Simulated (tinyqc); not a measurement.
## Inverter chain driving a load

N inverters, each f = Hc^(1/N) times larger than the one before: delay tau N (f + pp). Switched capacitance in units of the first input, with output capacitance pp times the input: Hc + (1 + pp)(Hc - 1)/(f - 1).

Values chosen for this exercise: load over the input capacitance of the chain Hc = 29; parasitic delay of an inverter pp = 1.5; delay unit tau = 2.1 ps.

Inverter chain driving a load:
```
N      f  delay (ps)  switched capacitance
1  29.00       64.05                 31.50
2  5.385       28.92                 44.96
3  3.072       28.81                 62.78
4  2.321       32.09                 82.01
5  1.961       36.34                 101.8
6  1.753       40.99                 122.0
```

The delay goes from 64.0 through a minimum of 28.8 (at N = 3 among the rows listed) to 41.0 ps. The best stage effort solves pp + rho (1 - ln rho) = 0, rho = 3.97, which gives N = ln Hc/ln rho = 2.44. One stage fewer than the best costs 0.39 % in delay and saves 28 % of the switched capacitance.

tinyqc, about 0.01 s, one thread, Intel Xeon 2.30GHz (shared host): `OMP_NUM_THREADS=1 python tinyqc.py 2082035 2082036 out.jsonl`
